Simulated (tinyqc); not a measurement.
Planar ballistic transistor, top-of-the-barrier model: two steps of the calculation.

At the top of the source barrier, states moving towards the drain are filled by the source (Fermi level 0) and states moving back by the drain (Fermi level -q Vd); nothing scatters. U is the shift of the band edge there, set by the capacitances CG, CD and CS (the total) and by the charge. Parabolic two-dimensional band; the source is grounded.

Values chosen for this exercise; mass and valleys close to those of germanium:
```
symbol,value,unit,meaning
T,300,K,temperature
m,0.117,m0,effective mass
gv,4,,valley degeneracy
eox,9,,relative permittivity of the gate insulator
tox,1.1,nm,insulator thickness
aG,0.91,,gate control CG/CS
E0,0.2,eV,band edge at the barrier top above the source Fermi level at zero bias
Vd,0.7,V,drain voltage
```

Constants: q = 1.602176634e-19 C, kB = 1.380649e-23 J/K, hbar = 1.054571817e-34 J s, m0 = 9.1093837015e-31 kg, Vt = kB T/q, eps0 = 8.8541878128e-14 F/cm where lengths are in cm. Results are converted to the units shown.

Task 1. Self-consistent potential at the barrier top. eta1 = -(E0 + U)/Vt, eta2 = eta1 - Vd/Vt, n = (N0/2)[F_0(eta1) + F_0(eta2)], F_0(x) = ln(1 + exp x). U(out) = UL + q (n - n0)/CS. Newton step: U(new) = U + (U(out) - U)/(1 + CQ/CS), CQ = (q/Vt) dn/d(eta1) with both F' summed; F_0'(x) = 1/(1 + exp(-x)).

U at the start (U = UL) = -0.42 eV
N0 = 5.0540227e12 cm^-2
CS = 7.9608082 uF/cm^2
n0 = 2.2064306e9 cm^-2
UL = -0.42 eV

Give: eta1; eta2; n; U(out); CQ; U after iteration 1.

Result 1.

eta1 = 8.5100
eta2 = -18.567
n = 2.1505e13 cm^-2
U(out) = 0.012768 eV
CQ = 15.658 uF/cm^2
U after iteration 1 = -0.27413 eV

Task 2. Current, mean velocity and share of the gate voltage. N0 = gv m kB T/(pi hbar^2), CG = eps0 eox/tox, vT = sqrt(2 kB T/(pi m)), CS = CG/aG, n0 = n at U = 0 and Vd = 0. I = q (N0/2) vT [F_(1/2)(eta1) - F_(1/2)(eta2)] per width, F_(1/2)(x) = (2/sqrt(pi)) int_0^infinity u^(1/2)/(1 + exp(u - x)) du. Mean velocity I/(q n). CQ = (q/Vt) dn/d(eta1); the band edge follows the gate as -dU/dVg = aG/(1 + CQ/CS).

converged U = -0.27317469 eV

Find: eta1; n; I; mean velocity; CQ; -dU/dVg.

Result 2.

eta1 = 2.831
n = 7.298e12 cm^-2
I = 2661 uA/um
mean velocity = 2.276e7 cm/s
CQ = 14.79 uF/cm^2
-dU/dVg = 0.3184 eV/V

The carriers from the source are degenerate (eta1 = 2.83), and the mean velocity is 1.45 times vT = sqrt(2 kB T/(pi m)) = 1.57e7 cm/s.

Numbers from tinyqc (`OMP_NUM_THREADS=1 python tinyqc.py 2400047 2400048 out.jsonl`; about 0.03 s on one thread of a shared Intel Xeon 2.30GHz).
